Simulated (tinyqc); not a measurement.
Resistance of a source-drain extension with a graded tip: one step of the calculation.

y runs along the channel, the gate covers y > 0. The doping is N0 for y < y0 and N0 10^(-(y - y0)/la) beyond, uniform over the depth xj. Sheet conductance s(y) = q mu(N) max(N - Nch, 0) xj + (for y > 0) ma Cox Vo, with mu(N) = u0 + (u1 - u0)/(1 + (N/Nr)^au) and Cox = eps0 eox/tox. Current is taken as one-dimensional; depletion of the tip, spreading and the contact are left out. The metallurgical junction lies at yj, where N = Nch.

Problem. Sheet resistances and junction position. yj = y0 + la log10(N0/Nch); sheet resistance of the full extension 1/[q mu(N0)(N0 - Nch) xj] and of the gate-induced layer 1/(ma Cox Vo); metallurgical length Lg - 2 yj; ye is where the doped and the gate-induced conductances are equal.

Inputs (values chosen for the exercise); mobility law close to that of holes in silicon:
```
symbol    value        unit                                                                 meaning
eox         3.9              relative permittivity of the gate insulator (close to silicon dioxide)
tox         1.4          nm                                                     insulator thickness
N0       1.1e20       cm^-3                        active doping of the extension far from the gate
la          5.1   nm/decade                                                      lateral abruptness
y0          4.1          nm          position under the gate where the fall begins (gate edge at 0)
xj           27          nm                                                  depth of the extension
Nch      5.2e17       cm^-3                                                          channel doping
Vo         0.48           V                                                          gate overdrive
ma           68  cm^2/(V s)                                      mobility of the gate-induced layer
u1        470.5  cm^2/(V s)                                                  mobility at low doping
u0         44.9  cm^2/(V s)                                                 mobility at high doping
Nr      2.23e17       cm^-3                                                        reference doping
au        0.719                                                                            exponent
Lg           50          nm                                                             gate length
```

Constants: q = 1.602176634e-19 C, eps0 = 8.8541878128e-14 F/cm where lengths are in cm. Results are converted to the units shown.

Give: yj; sheet resistance of the extension; sheet resistance of the induced layer; metallurgical length; ye; N at ye.

Solution.

yj = 15.96 nm
sheet resistance of the extension = 424.2 ohm/square
sheet resistance of the induced layer = 1.242e4 ohm/square
metallurgical length = 18.08 nm
ye = 12.83 nm
N at ye = 2.140e18 cm^-3

The gate takes over 3.13 nm before the junction, where N is still 4.12 times the channel doping.

Numbers from tinyqc (`OMP_NUM_THREADS=1 python tinyqc.py 2282104 2282105 out.jsonl`; about 0.03 s on one thread of a shared Intel Xeon 2.30GHz).
